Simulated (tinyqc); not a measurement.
Ion implantation: universal nuclear stopping, Lindhard-Scharff electronic stopping and a Gaussian range profile. Changing the ion energy E. Computed by tinyqc, a small Python program. Command: `OMP_NUM_THREADS=1 python tinyqc.py 3027143 3027144 out.jsonl implant sweep`. One thread of a shared host (Intel(R) Xeon(R) Processor @ 2.30GHz), about 0.1 s of CPU time with the checks.

An ion slows by elastic collisions with screened nuclei and by friction with electrons; channelling is ignored and the target is uniform.

Inputs (values chosen for the exercise, modelled on aluminium ions in copper): ion atomic number Z1 = 13; ion mass M1 = 27 u; target atomic number Z2 = 29; target mass M2 = 63.55 u; target density N = 84.9 1/nm^3; scale factor of electronic stopping k = 1.3; dose Q = 7.5e+13 1/cm^2; background C_B = 4.3e+16 1/cm^3; displacement energy E_d = 30 eV.

Method:
- Reduced energy eps = 32.53 M2 E/(Z1 Z2 (M1 + M2)(Z1^0.23 + Z2^0.23)), E in keV; s_n = ln(1 + 1.1383 eps)/(2 (eps + 0.01321 eps^0.21226 + 0.19593 eps^0.5)) for eps up to 30 and ln(eps)/(2 eps) above; S_n = 8.462 Z1 Z2 M1 s_n/((M1 + M2)(Z1^0.23 + Z2^0.23)) in 1e-15 eV cm^2.
- S_e = k 3.83 Z1^(7/6) Z2/(Z1^(2/3) + Z2^(2/3))^(3/2) sqrt(E/M1) in 1e-15 eV cm^2, E in keV.
- Path length R = int_0^E dE'/(N (S_n + S_e)); energy lost to nuclei nu = int_0^E S_n/(S_n + S_e) dE' (both with E' = E y^3 and 64 Gauss-Legendre points in y).
- Estimates of Lindhard type: R_p = R/(1 + M2/(3 M1)), straggle dR_p = (2/3) R_p sqrt(M1 M2)/(M1 + M2).
- C(x) = C_p exp(-(x - R_p)^2/(2 dR_p^2)) with C_p = Q/(sqrt(2 pi) dR_p), 1 nm = 1e-7 cm; the profile falls to the background at x_j = R_p + dR_p sqrt(2 ln(C_p/C_B)); the peak atomic fraction is C_p/N.
- Kinchin-Pease count with efficiency 0.8: N_d = 0.8 nu/(2 E_d), taking all of nu as damage energy (an upper estimate, as recoils also lose energy to electrons). Spread over a depth R_p + dR_p, displacements per atom = Q N_d/(N (R_p + dR_p)).

One run for each value; columns: (1) ion energy E (keV); (2) projected range R_p (nm); (3) peak concentration C_p (1/cm^3); (4) energy lost to nuclei nu (keV); (5) depth x_j where C falls to C_B (nm); (6) displacements per atom:
```
(1)    (2)        (3)    (4)    (5)     (6)
2      3.4  2.926e+20    1.7    7.6  0.0446
4      5.0  1.962e+20    3.2   11.3  0.0586
8      7.7  1.272e+20    6.3   17.1  0.0737
16    12.3  7.961e+19   12.0   26.9  0.0879
32    20.4  4.805e+19   22.3   43.8  0.0986
63    34.5  2.842e+19   39.3   72.5  0.1028
130   61.8  1.587e+19   67.8  126.7  0.0989
250  104.6  9.377e+18  103.0  209.3  0.0888
500  178.7  5.491e+18  147.4  348.4  0.0745
```

Describe and explain the trends.

Over the rows, projected range R_p (nm) rises from 3.35 to 179 (exponent d ln y / d ln x 0.58 between the first rows and 0.77 between the last); peak concentration C_p (1/cm^3) falls from 2.93e20 to 5.49e18 (exponent d ln y / d ln x -0.58 between the first rows and -0.77 between the last); energy lost to nuclei nu (keV) rises from 1.66 to 147 (exponent d ln y / d ln x 0.97 between the first rows and 0.52 between the last). The share of energy given to nuclei falls from 0.83 to 0.29 as electronic stopping grows. C_p is inverse to the straggle, which these estimates tie to R_p.

Caution (rows 130, 250, 500): the estimates of R_p and dR_p assume mainly nuclear stopping and an ion not much lighter than the target; here they are rough, and for light ions in heavy targets the straggle can be low by a factor of two or more.

Extremes, crossings and ranges named in words are read from the listed rows.
